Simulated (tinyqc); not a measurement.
Oxide trap near a transistor channel: two-state multiphonon kinetics, telegraph noise and bias instability. Changing the relaxation energy E_R. Computed by tinyqc, a small Python program. Command: `OMP_NUM_THREADS=1 python tinyqc.py 3012486 3012487 out.jsonl oxidetrap sweep`. One thread of a shared host (Intel(R) Xeon(R) Processor @ 2.30GHz), about 0.01 s of CPU time with the checks.

An n-channel device under positive gate bias. The trap is empty (state 1) or holds an electron (state 2); both states are parabolas of equal curvature, and the electron reservoir is taken at the Fermi level of the channel.

Inputs (values chosen for the exercise, with an insulator like Si3N4 on silicon):

| quantity | value | unit |
|---|---|---|
| trap depth x from the interface | 0.7 | nm |
| tunnel barrier phi_b | 2.12 | eV |
| tunnelling mass m_ox | 0.42 | m_0 |
| trap level above E_F at zero field E_t | 0.31 | eV |
| oxide field F | 4.8 | MV/cm |
| attempt rate k_0 at the interface | 9e+11 | 1/s |
| temperature T | 300 | K |

Parts treated: one trap.

Constants: hbar^2/(2 m_0) = 3.80998212 eV angstrom^2; k_B = 8.617333262e-05 eV/K.

Method. kappa = sqrt(2 m_ox phi_b)/hbar = sqrt(m_ox phi_b/(hbar^2/2m_0)); attenuation length lambda = 1/(2 kappa); factor exp(-x/lambda) for a rectangular barrier. E_21 = E_t - e F x is the energy of state 2 over state 1; barriers E_c = (E_R + E_21)^2/(4 E_R), E_e = E_c - E_21; tau_c = exp(E_c/k_B T)/(k_0 P), tau_e = exp(E_e/k_B T)/(k_0 P), P the tunnelling factor; occupation f_2 = tau_e/(tau_c + tau_e); 1/tau_0 = 1/tau_c + 1/tau_e.

One run for each value:

| relaxation energy E_R (eV) | capture time tau_c (s) | emission time tau_e (s) | capture barrier E_c (eV) | occupation f_2 |
|---|---|---|---|---|
| 0.50 | 7.4516e-08 | 2.0372e-07 | 0.11234 | 0.73218 |
| 0.93 | 4.7375e-06 | 1.2952e-05 | 0.21968 | 0.73218 |
| 1.40 | 4.4507e-04 | 1.2168e-03 | 0.33712 | 0.73218 |
| 1.80 | 2.1277e-02 | 5.8169e-02 | 0.43709 | 0.73218 |
| 2.60 | 4.8672e+01 | 1.3306e+02 | 0.63706 | 0.73218 |
| 3.10 | 6.1236e+03 | 1.6741e+04 | 0.76205 | 0.73218 |
| 3.50 | 2.9297e+05 | 8.0096e+05 | 0.86205 | 0.73218 |

Give the missing row, relaxation energy E_R (eV) = 2.20.

Computed row:
```
relaxation energy E_R (eV)  capture time tau_c (s)  emission time tau_e (s)  capture barrier E_c (eV)  occupation f_2
2.20                                    1.0175e+00               2.7818e+00                   0.53708         0.73218
```

Interpolating between the two neighbouring rows (the first column on a logarithmic scale, the others too where they are positive) misses most in capture time tau_c (s), by 42 %. Over the rows, capture time tau_c (s) rises from 7.45e-8 to 293000 (exponent d ln y / d ln x 6.7 between the first rows and 32 between the last); emission time tau_e (s) rises from 2.04e-7 to 801000 (exponent d ln y / d ln x 6.7 between the first rows and 32 between the last); capture barrier E_c (eV) rises from 0.112 to 0.862 (exponent d ln y / d ln x 1.1 between the first rows and 1.0 between the last). E_R changes both barriers alike, by about a quarter of itself, and leaves the occupation alone.
